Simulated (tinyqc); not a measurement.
# Worked calculation: illuminated p-n diode, drift-diffusion by the Gummel loop with Scharfetter-Gummel fluxes

Program tinyqc, `OMP_NUM_THREADS=1 python tinyqc.py 2240120 2240121 out.jsonl`; Intel Xeon 2.30GHz, shared host, one thread, about 0.6 s. Printed values are rounded.

Abrupt junction at x = 0, p side from -Lp, n side to Ln, ohmic contacts. psi is counted from the intrinsic level; n = ni exp((psi - phin)/Vt), p = ni exp((phip - psi)/Vt). Contacts: p side psi = V - Vt ln(Na/ni), p = Na, n = ni^2/Na; n side psi = Vt ln(Nd/ni), n = Nd, p = ni^2/Nd. Constant mobilities, D = mu Vt, Boltzmann statistics, SRH recombination through a mid-gap level, U = (n p - ni^2)/(tp (n + ni) + tn (p + ni)). Current is positive from the p contact to the n contact.

Inputs (values chosen for the exercise); band and dielectric values close to those of In0.53Ga0.47As: temperature T = 275 K; band gap Eg = 0.746 eV; relative permittivity eps_r = 13.8; conduction-band density of states at T Nc = 1.87e17 cm^-3; valence-band density of states at T Nv = 6.84e18 cm^-3; acceptor density of the p side Na = 9.7e15 cm^-3; donor density of the n side Nd = 3.3e15 cm^-3; electron mobility mun = 9500 cm^2/(V s); hole mobility mup = 280 cm^2/(V s); SRH lifetime of electrons tn = 5e-10 s; SRH lifetime of holes tp = 6e-8 s; uniform generation rate G = 1e19 cm^-3 s^-1; bias of the p contact V = 0.28 V.

Constants: q = 1.602176634e-19 C, kB = 1.380649e-23 J/K, Vt = kB T/q, eps0 = 8.8541878128e-14 F/cm where lengths are in cm. Results are converted to the units shown.

## Intrinsic density and built-in voltage

ni = sqrt(Nc Nv) exp(-Eg/(2 Vt)), Eg in volts; Vbi = Vt ln(Na Nd/ni^2).

ni = 1.650734e11 cm^-3
Vbi = 0.4949089 V

## Round 1: Poisson equation

x, node 0 to 12 (nm): [-2700, -1620, -936, -503, -229, -55, 55, 198, 385, 629, 946, 1360, 1900]
phin at the start, node 0 to 12 (V): [0.28, 0, 0, 0, 0, 0, 0, 0, 0, 0, 0, 0, 0]
phip at the start, node 0 to 12 (V): [0.28, 0.28, 0.28, 0.28, 0.28, 0.28, 0.28, 0.28, 0.28, 0.28, 0.28, 0.28, 0]

With phin and phip held, solve a_i (psi_(i+1) - psi_i) - a_(i-1) (psi_i - psi_(i-1)) + q w_i (p_i - n_i + C_i) = 0 for the inner nodes by Newton steps to convergence; a_i = eps0 eps_r/h_i, h_i = x_(i+1) - x_i, w_i = (h_(i-1) + h_i)/2, C = -Na or +Nd.

psi, node 0 to 12 (V): [0.0197701, 0.0197692, 0.0197693, 0.0197834, 0.0205311, 0.0366931, 0.1483240, 0.2162021, 0.2325763, 0.2345384, 0.2346805, 0.2346867, 0.2346790]
n after Poisson, node 0 to 12 (cm^-3): [2.809197e6, 3.801682e11, 3.801699e11, 3.803963e11, 3.925904e11, 7.764838e11, 8.628446e13, 1.513204e15, 3.019803e15, 3.280480e15, 3.300213e15, 3.301071e15, 3.3e15]
p after Poisson, node 0 to 12 (cm^-3): [9.7e15, 9.700379e15, 9.700336e15, 9.694563e15, 9.393444e15, 4.749327e15, 4.273974e13, 2.437065e12, 1.221197e12, 1.124157e12, 1.117436e12, 1.117145e12, 8.257338e6]

## Round 1: electron continuity

With psi and p held, F_i = (mun Vt/h_i) [n_(i+1) B(d_i) - n_i B(-d_i)], d_i = (psi_(i+1) - psi_i)/Vt, B(d) = d/(exp(d) - 1); solve F_i - F_(i-1) = w_i [(n_i p_i - ni^2)/den_i - G] for the new n, with den = tp (n + ni) + tn (p + ni) taken at the old n and p, h_i = x_(i+1) - x_i, w_i = (h_(i-1) + h_i)/2; phin = psi - Vt ln(n/ni).

new n, node 0 to 12 (cm^-3): [2.809197e6, 1.448804e11, 2.440836e11, 3.121493e11, 3.684744e11, 7.720888e11, 8.626673e13, 1.513047e15, 3.019541e15, 3.280242e15, 3.300034e15, 3.300969e15, 3.3e15]
phin after round 1, node 0 to 12 (V): [0.2800000, 0.0228613, 0.0105006, 0.0046858, 0.0015023, 0.0001345, 0.0000049, 0.0000025, 0.0000021, 0.0000017, 0.0000013, 0.0000007, 0.0000000]

## Round 1: hole continuity

With psi and the new n held, F_i = (mup Vt/h_i) [p_(i+1) B(-d_i) - p_i B(d_i)], d_i = (psi_(i+1) - psi_i)/Vt, B(d) = d/(exp(d) - 1); solve F_i - F_(i-1) = w_i [(n_i p_i - ni^2)/den_i - G] for the new p, with den = tp (n + ni) + tn (p + ni) taken at the new n and the old p, h_i = x_(i+1) - x_i, w_i = (h_(i-1) + h_i)/2; phip = psi + Vt ln(p/ni).

new p, node 0 to 12 (cm^-3): [9.7e15, 9.697700e15, 9.696213e15, 9.689703e15, 9.388361e15, 4.746613e15, 4.269632e13, 2.402200e12, 1.111840e12, 8.647787e11, 6.459913e11, 3.662153e11, 8.257338e6]
phip after round 1, node 0 to 12 (V): [0.2800000, 0.2799935, 0.2799899, 0.2799881, 0.2799872, 0.2799865, 0.2799759, 0.2796585, 0.2777768, 0.2737837, 0.2670135, 0.2535697, 0.0000000]

## Course of the Gummel loop

Stop when phin and phip change by less than 1e-8 V, or after 80 rounds. J = Jn at the p contact + Jp at the n contact + q sum w_i U_i - q G sum w_i over the inner nodes, which avoids differences of large majority fluxes: Jn = (q mun Vt/h_0)[n_1 B(d_0) - n_0 B(-d_0)], Jp = (q mup Vt/h_last)[p_(N-1) B(d_last) - p_N B(-d_last)], d_i = (psi_(i+1) - psi_i)/Vt, B(d) = d/(exp(d) - 1), w_i = (h_(i-1) + h_i)/2.

Course of the iteration:
```
round  J (A/cm^2)  largest change of phin, phip (V)
1      0.07476640                            0.0264
2      0.07473384                           8.43e-6
3      0.07473384                          9.99e-10
```

Converged in 3 rounds.

## Recombination and current

converged psi, node 0 to 12 (V): [0.0197701, 0.0197632, 0.0197595, 0.0197717, 0.0205184, 0.0366808, 0.1483169, 0.2162014, 0.2325771, 0.2345382, 0.2346784, 0.2346822, 0.2346790]
converged n, node 0 to 12 (cm^-3): [2.809197e6, 1.447924e11, 2.439381e11, 3.119695e11, 3.682677e11, 7.716863e11, 8.624073e13, 1.513001e15, 3.019649e15, 3.280215e15, 3.299742e15, 3.300342e15, 3.3e15]
converged p, node 0 to 12 (cm^-3): [9.7e15, 9.700144e15, 9.700198e15, 9.694493e15, 9.393400e15, 4.749082e15, 4.270921e13, 2.402275e12, 1.111794e12, 8.647658e11, 6.460229e11, 3.662771e11, 8.257338e6]

U_i as defined. J = Jn at the p contact + Jp at the n contact + q sum w_i U_i - q G sum w_i over the inner nodes, which avoids differences of large majority fluxes: Jn = (q mun Vt/h_0)[n_1 B(d_0) - n_0 B(-d_0)], Jp = (q mup Vt/h_last)[p_(N-1) B(d_last) - p_N B(-d_last)], d_i = (psi_(i+1) - psi_i)/Vt, B(d) = d/(exp(d) - 1), w_i = (h_(i-1) + h_i)/2.

U, node 0 to 12 (cm^-3 s^-1): [0, 2.884685e20, 4.854063e20, 6.202603e20, 7.315325e20, 1.507623e21, 7.075294e20, 4.003269e19, 1.852868e19, 1.441186e19, 1.076635e19, 6.104168e18, 0]
Jn at the p contact = 0.04836336 A/cm^2
Jp at the n contact = 0.007211231 A/cm^2
recombination = 0.01976648 A/cm^2
generation = 6.072249e-4 A/cm^2
J = 0.07473384 A/cm^2

A 500-node mesh gives J = 0.07722 A/cm^2; this mesh differs from it by -0.0025 A/cm^2 (-3.2 %).
